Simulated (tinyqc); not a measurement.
# Schottky diode by thermionic emission with image-force lowering and series resistance: a Richardson plot

Metal on an n-type semiconductor with one parabolic valley; V > 0 is forward bias (metal positive). I = I0 [exp(Vj/(n Vt)) - 1] with Vj = V - I Rs; I0 = S A* T^2 exp(-(phi - dphi)/Vt), the lowering dphi taken at zero bias.

A* = 4 pi q me m0 kB^2/h^3 (times 1e-4 for A/(cm^2 K^2)); Nc = 2 (2 pi me m0 kB T/h^2)^1.5 (times 1e-6 for cm^-3); xi = Vt ln(Nc/Nd), Vbi = phi - xi; surface field Em = sqrt(2 q Nd (Vbi - V - Vt)/(eps0 eps_r)); dphi = sqrt(q Em/(4 pi eps0 eps_r)). Here V = 0 in Em; phi is held fixed.

Inputs (values chosen for the exercise); band and dielectric values those of a made-up semiconductor: electron mass me = 0.231 m0; relative permittivity eps_r = 7.54; barrier height seen from the metal phi = 0.32 eV; donor density Nd = 1.3e16 cm^-3; area S = 0.00083 cm^2.

Constants: q = 1.602176634e-19 C, kB = 1.380649e-23 J/K, h = 6.62607015e-34 J s, m0 = 9.1093837015e-31 kg, Vt = kB T/q, eps0 = 8.8541878128e-14 F/cm where lengths are in cm. Results are converted to the units shown.

Result of one run:
```
T (K)  dphi (meV)     I0 (A)  ln(I0/(S T^2))  1/Vt (1/V)
280        24.898  0.0088148         -8.9068      41.445
```

What becomes of these results when the temperature T is changed from 280 to 320 K, all else the same?

Result of the changed run:
```
T (K)  dphi (meV)    I0 (A)  ln(I0/(S T^2))  1/Vt (1/V)
320        23.832  0.051092         -7.4167      36.264
```

The whole series:
```
T (K)  dphi (meV)     I0 (A)  ln(I0/(S T^2))  1/Vt (1/V)
200        26.623  3.7306e-5         -13.699      58.023
240        25.818  8.8179e-4         -10.901      48.352
280        24.898  0.0088148         -8.9068      41.445
320        23.832   0.051092         -7.4167      36.264
360        22.568    0.20476         -6.2641      32.235
400        21.011    0.63027         -5.3504      29.011
450        18.320     1.9510         -4.4561      25.788
```

I0 grows by 4.72 decades. The line through the end rows has the slope -0.2867 eV and the intercept ln(18.9 A/(cm^2 K^2)), against phi = 0.32 eV and A* = 27.8. The difference comes from the lowering: dphi falls from 26.6 to 18.3 meV.

tinyqc, about 0.01 s, one thread, Intel Xeon 2.30GHz (shared host): `OMP_NUM_THREADS=1 python tinyqc.py 2640091 2640092 out.jsonl`
